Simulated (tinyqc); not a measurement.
What each oscillator parameter does: Lorentz oscillators and the Kramers-Kronig relations.

eps(E) = 1 + sum_j S_j/(E0_j^2 - E^2 - i G_j E).

n + i k = sqrt(eps1 + i eps2) with k >= 0; R = ((n - 1)^2 + k^2)/((n + 1)^2 + k^2) at normal incidence from vacuum; alpha = 2 E k/(hbar c), times 1e8 for 1/cm; loss function Im(-1/eps) = eps2/(eps1^2 + eps2^2).

Parameters, chosen for this exercise:
```
symbol  value         unit  meaning
E0      (10, 13.96)   eV    resonances
G       (0.42, 3.27)  eV    widths
S       (29.6, 71.2)  eV^2  strengths
E       4.89          eV    photon energy
```

At the energy E.

Results for these values:
```
case   eps1   eps2      n      k      R
base  1.802  0.049  1.342  0.018  0.021
```

What happens to each result for E = 5.135 eV, all else kept?

Answer: eps1 rises from 1.802 to 1.820; eps2 rises from 0.049 to 0.053; n rises from 1.342 to 1.349; k rises from 0.018 to 0.020; R rises from 0.021 to 0.022.

The same for each parameter in turn:
```
case                     eps1   eps2      n      k      R
base                    1.802  0.049  1.342  0.018  0.021
E0 = (10, 14.658) eV    1.759  0.042  1.326  0.016  0.020
G = (0.42, 4.905) eV    1.797  0.068  1.341  0.025  0.021
S = (29.6, 85.44) eV^2  1.884  0.057  1.373  0.021  0.025
E = 5.135 eV            1.820  0.053  1.349  0.020  0.022
```

(tinyqc, `OMP_NUM_THREADS=1 python tinyqc.py 1681325 1681326 out.jsonl`, Intel(R) Xeon(R) Processor @ 2.30GHz, 1 thread, shared host, about 0.2 s.)
